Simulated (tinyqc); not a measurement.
Floating body of a partially depleted SOI transistor: body voltage and kink: one step of the calculation.

Source at 0 V. Channel current Ic = 2 nf K Vt^2 [F(0) - F(Vd)](1 + la Vd), F(V) = ln^2(1 + exp((Vg - VT - nf V)/(2 nf Vt))), VT = VT0 - gb Vb. Saturation voltage Vs = 2 Vt sqrt(F(0)) + 3 Vt, excess Ve = (Vd - Vs + sqrt((Vd - Vs)^2 + 0.0004 V^2))/2, multiplication M1 = Ai Ve exp(-Bl/Ve). Each junction passes D(v) = J1 (exp(v/Vt) - 1) + J2 (exp(v/(2 Vt)) - 1). Bipolar current Ib = bb J1 (exp(Vb/Vt) - 1). The body settles where M1 (Ic + Ib) = D(Vb) + D(Vb - Vd) + Vb/Rb; drain current Id = (1 + M1)(Ic + Ib) - D(Vb - Vd).

Problem. Drain current with floating and with grounded body. Id and VT at the converged Vb, Id at Vb = 0, their ratio, and the bipolar share Ib/(Ic + Ib).

Parameters, values chosen for the exercise; values of the order met in partially depleted silicon-on-insulator transistors:
- T = 398 K (temperature)
- VT0 = 0.47 V (threshold at zero body voltage)
- gb = 0.23 (fall of the threshold per volt of body voltage)
- nf = 1.17 (slope factor)
- K = 110 uA/(V^2 um) (gain factor per width)
- la = 0.08 1/V (channel-length modulation factor)
- Ai = 3.71 1/V (impact-ionisation prefactor)
- Bl = 7.8 V (impact-ionisation voltage)
- J1 = 5.4e-9 uA/um (diffusion saturation current of each junction)
- J2 = 1.3e-7 uA/um (recombination saturation current of each junction)
- bb = 0 (gain of the lateral bipolar transistor on the diffusion current)
- Rb = 1e9 kohm um (resistance of a weak body tie to the source (1e9 stands for no tie, and the term is then dropped))
- Vg = 1.01 V (gate voltage)
- Vd = 2 V (drain voltage)

Constants: q = 1.602176634e-19 C, kB = 1.380649e-23 J/K, Vt = kB T/q. Results are converted to the units shown.

converged Vb = 0.61451956 V

Give: VT; Id, floating; Id, grounded; ratio; bipolar share.

Solution.

VT = 0.3287 V
Id, floating = 25.64 uA/um
Id, grounded = 16.28 uA/um
ratio = 1.575
bipolar share = 0.000 %

The body rises to 0.615 V and lowers the threshold by 141 mV.

Range of the model: The multiplication law is an empirical form chosen for the exercise; self-heating and capacitive coupling to the body are left out, and the linear laws are rough once Vb passes about 0.7 V or M1 about 0.1.

tinyqc, about 0.2 s, one thread, Intel Xeon 2.30GHz (shared host): `OMP_NUM_THREADS=1 python tinyqc.py 2182267 2182268 out.jsonl`
